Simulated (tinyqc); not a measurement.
Nanowire ballistic transistor, top-of-the-barrier model: one step of the calculation.

At the top of the source barrier, states moving towards the drain are filled by the source (Fermi level 0) and states moving back by the drain (Fermi level -q Vd); nothing scatters. U is the shift of the band edge there, set by the capacitances CG, CD and CS (the total) and by the charge. Parabolic one-dimensional subbands; the source is grounded.

Question. Current, mean velocity and share of the gate voltage. N0 = gv sqrt(2 m kB T/pi)/hbar, CG = 2 pi eps0 eox/ln(1 + 2 tox/d), CS = CG/aG, n0 = n at U = 0 and Vd = 0. eta1 = -(E0 + U)/Vt, eta2 = eta1 - Vd/Vt, n = (N0/2)[F_(-1/2)(eta1) + F_(-1/2)(eta2)], F_(-1/2)(x) = (1/sqrt(pi)) int_0^infinity u^(-1/2)/(1 + exp(u - x)) du. Each F is summed over the two subbands, F(eta) + F(eta - dE/Vt), which share the mass. I = gv (2 q^2/h) Vt [ln(1 + exp eta1) - ln(1 + exp eta2)], summed over both subbands. Mean velocity I/(q n). CQ = (q/Vt) dn/d(eta1); the band edge follows the gate as -dU/dVg = aG/(1 + CQ/CS).

Values chosen for this exercise; mass and valleys made up:
```
symbol,value,unit,meaning
T,300,K,temperature
m,0.234,m0,effective mass
gv,4,,valley degeneracy
eox,16,,relative permittivity of the gate insulator
tox,3.9,nm,insulator thickness
d,6,nm,wire diameter
dE,0.27,eV,offset of a second subband (0: none)
aG,0.87,,gate control CG/CS
E0,0.28,eV,band edge at the barrier top above the source Fermi level at zero bias
Vd,0.05,V,drain voltage
```

Constants: q = 1.602176634e-19 C, kB = 1.380649e-23 J/K, hbar = 1.054571817e-34 J s, h = 6.62607015e-34 J s, m0 = 9.1093837015e-31 kg, Vt = kB T/q, eps0 = 8.8541878128e-14 F/cm where lengths are in cm. Results are converted to the units shown.

converged U = -0.35607509 eV

Give: eta1; n; I; mean velocity; CQ; -dU/dVg.

Answer.

eta1 = 2.9427
n = 1.2879e7 cm^-1
I = 13.420 uA
mean velocity = 6.5040e6 cm/s
CQ = 22.552 pF/cm
-dU/dVg = 0.30678 eV/V

The carriers from the source are degenerate (eta1 = 2.94), and the mean velocity is 0.585 times vT = sqrt(2 kB T/(pi m)) = 1.11e7 cm/s. The drain fills a good part of the returning states, which lowers the mean.

Computed by the program tinyqc: `OMP_NUM_THREADS=1 python tinyqc.py 2400037 2400038 out.jsonl`, one thread of a shared Intel Xeon 2.30GHz, about 0.07 s for the whole run.
